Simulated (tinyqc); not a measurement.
# Changing the segregation coefficient m = C(silicon)/C(oxide)

Model: dopant redistribution at a moving silicon-oxide interface during parabolic oxidation. Computed by tinyqc, a small Python program. Command: `OMP_NUM_THREADS=1 python tinyqc.py 3004217 3004218 out.jsonl segox sweep`. One thread of a shared host (Intel(R) Xeon(R) Processor @ 2.30GHz), about 0.01 s of CPU time with the checks.

Uniformly doped silicon is oxidised with x_ox = sqrt(B t); the interface advances into the silicon by alpha x_ox, alpha = 0.44. The dopant does not move in the oxide, and at the interface C(silicon) = m C(oxide).

Inputs (values chosen for the exercise, modelled on boron in silicon under dry oxygen):
```
quantity                           value    unit
dopant prefactor D0                0.954  cm^2/s
dopant activation energy E           3.5      eV
oxidation prefactor B0               731  um^2/h
oxidation activation energy E_B     1.22      eV
bulk doping C_B                  8.5e+17  1/cm^3
temperature T                       1025       C
time t                               1.1       h
```

Constants: k_B = 8.617333262e-05 eV/K.

Method:
- D = D0 exp(-E/(k_B T)), converted with 1 cm^2/s = 3.6e11 um^2/h; B = B0 exp(-E_B/(k_B T)); s = alpha sqrt(B/(4 D)), the interface advance over 2 sqrt(D t).
- Temperatures in kelvin are T(C) + 273.15.
- With the dopant diffusivity D and s = alpha x_ox/(2 sqrt(D t)), in the silicon C = C_B + (C_s - C_B) erfc(y/(2 sqrt(D t)))/erfc(s), y from the original surface. Dopant balance at the interface gives C_s/C_B = 1/[1 + (1/(m alpha) - 1) g], g = sqrt(pi) s exp(s^2) erfc(s).
- Consumed silicon held alpha x_ox C_B; the oxide holds x_ox times the dopant concentration in the oxide; the difference is the excess in the silicon; 1 um = 1e-4 cm.

One run for each value; columns: (1) segregation coefficient m = C(silicon)/C(oxide); (2) ratio C_s/C_B; (3) concentration in the oxide (1/cm^3); (4) excess in the silicon (1/cm^2):
```
(1)      (2)         (3)          (4)
0.05  0.0585  9.9405e+17  -7.5317e+12
0.12  0.1334  9.4473e+17  -6.9326e+12
0.27  0.2712  8.5393e+17  -5.8297e+12
0.63  0.5143  6.9387e+17  -3.8855e+12
1.5   0.8428  4.7756e+17  -1.2579e+12
3.4   1.1365  2.8412e+17   1.0918e+12
7.9   1.3477  1.4501e+17   2.7816e+12
18    1.4630  6.9086e+16   3.7038e+12
43    1.5222  3.0090e+16   4.1774e+12
100   1.5479  1.3157e+16   4.3831e+12
```

Over the rows, ratio C_s/C_B rises from 0.0585 to 1.55 (exponent d ln y / d ln x 0.94 between the first rows and 0.020 between the last); concentration in the oxide (1/cm^3) falls from 9.94e17 to 1.32e16 (exponent d ln y / d ln x -0.058 between the first rows and -0.98 between the last); excess in the silicon (1/cm^2) rises from -7.53e12 to 4.38e12. At the low end the exponent of ratio C_s/C_B is 0.94, close to 1: here C_s/C_B is close to m alpha/g. At the high end the exponent of ratio C_s/C_B is 0.02, close to 0: almost all dopant is rejected already. The ratio passes 1 and the excess changes sign at m = 1/alpha = 2.27.

Caution (all rows): in this case the oxide is not much thicker than a typical Deal-Grove length A, so real growth is slower than parabolic. Caution (all rows): parabolic growth needs an oxide much thicker than the Deal-Grove length A, which fails for thin films and low temperatures; oxidation-enhanced or retarded diffusion is ignored.
